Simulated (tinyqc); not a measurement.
Inside a calculation. Method: Hubbard chain of 2 sites. One step of it, computed by the program tinyqc.

Problem. Mean-field iteration 1. H(up) = T + U n(down), H(down) = T + U n(up); fill the lowest levels; n(new) = n + mixing (n(out) - n); E = tr T (rho up + rho down) + U sum n_up n_down of the output.

one-body matrix (hopping and site energies) (eV):
```
,1,2
1,0.000000,-1.610000
2,-1.610000,0.000000
```

U = 5.100000 eV

electrons, up and down: 1  1

mixing = 1

n(up) at the start (a guess, not normalised): 1 0.550000, 2 0.450000

n(down) at the start (a guess): 1 0.450000, 2 0.550000

Give: levels, up; levels, down; energy; n(up) after iteration 1; n(down) after iteration 1.

Solution.

levels, up (eV): 0.9199  4.1801

levels, down (eV): 0.9199  4.1801

energy = -0.6928 eV

n(up) after iteration 1: 1 0.5782, 2 0.4218

n(down) after iteration 1: 1 0.4218, 2 0.5782
